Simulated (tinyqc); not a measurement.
Worked calculation: deformation-potential model of the X valleys of a conduction band. Values are carried at full precision from step to step, so a last printed digit may differ when a step is redone from the rounded ones.

s11 = (C11 + C12)/((C11 - C12)(C11 + 2 C12)), s12 = -C12/((C11 - C12)(C11 + 2 C12)), s44 = 1/C44; exx = s11 sxx + s12 (syy + szz) and cyclic, exy = s44 sxy/2; tension is positive. A uniaxial stress X along the unit vector n is s_ij = X n_i n_j.

Constants: kB = 8.617333262e-05 eV/K; hbar^2/2m0 = 3.80998211 eV angstrom^2.

Values chosen for the exercise (near those of AlAs; shifted at random, so the results belong to these values and not to a real crystal): C11 = 128.1 GPa; C12 = 51.9 GPa; C44 = 56.5 GPa; load = uniaxial [111] (kind of stress); X = -0.86 GPa (stress); Xd = 1.09 eV (dilation potential); Xu = 5.96 eV (uniaxial potential); T = 300 K (temperature); ml = 1.118 m0 (longitudinal mass); mt = 0.204 m0 (transverse mass).

## Strain from a uniaxial [111] stress

Form the compliances and the strain.

s11, s12, s44 (1/TPa): [10.1863, -2.9371, 17.6991]

strain tensor, rows x, y, z and columns alike:
```
[[-0.001236, -0.002537, -0.002537],
 [-0.002537, -0.001236, -0.002537],
 [-0.002537, -0.002537, -0.001236]]
```

## Valley shifts

Valleys with axes along x, y and z, one whole valley each. Herring-Vogt shift of a valley with unit axis a: dE = Xd tr(e) + Xu a.e.a. Non-degenerate shares n_i = exp(-dE_i/kT)/sum_j exp(-dE_j/kT). Inverse mass tensor of a valley: (1 - a a)/mt + a a/ml; the masses are taken as independent of strain.

Apply the Herring-Vogt formula to each valley.

Xd tr(e) = -4.04 meV

a.e.a: x -0.001236, y -0.001236, z -0.001236

shifts dE (meV): x -11.41, y -11.41, z -11.41

All valleys shift alike: this load keeps them equivalent by symmetry.

## Shares of the electrons

Boltzmann factors of the shifts.

kT = 25.852 meV

shares: x 0.3333, y 0.3333, z 0.3333

effective number of valley axes, 1/(largest share) = 3.000

## Conductivity mass tensor

With one scattering time for all valleys the conductivity goes as M = sum_i n_i (inverse mass tensor of valley i); along the unit vector u, 1/m_c = u.M.u. Without stress 1/m_c = (1/ml + 2/mt)/3. Take u along [110].

M (1/m0), rows x, y, z and columns alike:
```
[[3.566, 0.000, 0.000],
 [0.000, 3.566, 0.000],
 [0.000, 0.000, 3.566]]
```

m_c along [110] = 0.2804 m0
m_c without stress = 0.2804 m0

The mobility along [110] does not change; with all electrons in the valleys lightest or heaviest along this direction it would change by +37 or -19 %.

## Effective density of states

Each of the 3 whole valleys has m_d = (ml mt^2)^(1/3) and N = 2 (m_d kT/(4 pi c))^(3/2), c = hbar^2/2m0. Counted from the lowest edge, Nc = N x sum_i exp(-(dE_i - dE_min)/kT). 1 angstrom^-3 = 1e24 cm^-3.

m_d = 0.3597 m0
N of one valley = 5.413e+18 cm^-3
Nc under stress = 1.624e+19 cm^-3
Nc without stress = 1.624e+19 cm^-3

## Piezoresistance from repopulation

For small stress d(rho)/rho = pi X. For valleys on the cube axes pi11 = -(2/3) Xu (s11 - s12)/kT x (K - 1)/(2K + 1), pi12 = -pi11/2, pi44 = 0, K = ml/mt. For stress along [110]: pi_l = (pi11 + pi12 + pi44)/2 with the current along it and pi_t = (pi11 + pi12 - pi44)/2 with the current along [1-10]. 1/GPa = 100 x 1e-11/Pa.

K = 5.480

pi11, pi12, pi44 (1e-11/Pa): [-75.6, 37.8, 0.0]

pi_l, pi_t for [110] (1e-11/Pa): [-18.9, -18.9]

Only the transfer between valleys is counted; changes of mass and of intervalley scattering add to it in a real crystal.

## Checks

- Conductivity mass at zero stress against 3/(1/ml + 2/mt): both 0.2804164.
- Piezoresistance coefficients by finite differences against the closed form: largest difference 9.8e-09.

Program tinyqc; command `OMP_NUM_THREADS=1 python tinyqc.py 1081417 1081418 out.jsonl`; about 0.02 s on one thread of a shared Intel(R) Xeon(R) Processor @ 2.30GHz.
